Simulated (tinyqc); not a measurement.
What each parameter does: shallow donor in an anisotropic valley (effective-mass theory).

One valley: H = -c [(d2/dx2 + d2/dy2)/mt + (d2/dz2)/ml] - q/(eps r), c = hbar^2/2m0, q = e^2/(4 pi eps0). Trial function exp(-sqrt((x^2 + y^2)/a^2 + z^2/b^2)) with a > b: T = (c/3)(2/(mt a^2) + 1/(ml b^2)), V = -(q/eps) atan(u/b)/u, u = sqrt(a^2 - b^2). The central cell of the impurity is left out.

Constants: hbar^2/2m0 = 3.80998211 eV angstrom^2; e^2/(4 pi eps0) = 14.39964547 eV angstrom.

Inputs chosen for the exercise (out of a larger set: near those of GaP; not measured data): ml = 2.037 m0 (longitudinal mass); mt = 0.256 m0 (transverse mass); eps = 11.3 (dielectric constant).

The minimum of the trial energy. Each row changes one parameter from the base and keeps the others.

Results:

| case | E (meV) | a (angstrom) | b (angstrom) | b/a |
|---|---|---|---|---|
| base | -47.84 | 16.23 | 7.83 | 0.482 |
| ml = 1.63 m0 | -45.57 | 16.75 | 8.73 | 0.521 |
| mt = 0.282 m0 | -51.61 | 14.94 | 7.45 | 0.499 |
| eps = 12.4 | -39.73 | 17.81 | 8.59 | 0.482 |

The largest shifts from the base row, up to three for each result and ties (the steps differ in size, so this ranks the rows, not the parameters). E (meV): eps +8.11, mt -3.77, ml +2.27. a (angstrom): eps +1.58, mt -1.29, ml +0.52. b (angstrom): ml +0.90, eps +0.76, mt -0.38. b/a: ml +0.039, mt +0.016; unchanged at the printed digits by eps. eps only rescales the solution (E as 1/eps^2, lengths as eps), so b/a depends on ml/mt alone.

(tinyqc, `OMP_NUM_THREADS=1 python tinyqc.py 1280809 1280810 out.jsonl`, Intel(R) Xeon(R) Processor @ 2.30GHz, 1 thread, shared host, about 0.01 s.)
